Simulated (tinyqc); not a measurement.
Length of a molecular wire: coherent transport through a tight-binding bridge. Computed by the program tinyqc. 

A uniform bridge between two chains:
```
parameter                        value
site energy (eV)              1.160000
hopping in the bridge (eV)    0.630000
lead hopping (eV)             2.900000
couplings (eV)              0.74, 1.11
E (eV)                       -0.050000
```

T = Gamma_L Gamma_R |G_1n|^2 with the self-energies of semi-infinite chains.

Transmission against length:
```
sites           T    ln T
2      8.4295e-02  -2.473
3      5.4441e-02  -2.911
4      4.3126e-02  -3.144
5      4.0286e-02  -3.212
6      4.3931e-02  -3.125
7      5.6655e-02  -2.871
8      9.0285e-02  -2.405
9      1.9666e-01  -1.626
10     6.4867e-01  -0.433
```

E lies inside the band of the bridge (|E - e|/2h = 0.960 < 1): T does not decay but oscillates with length, between 0.040 and 0.649 here, as levels of the bridge pass E.
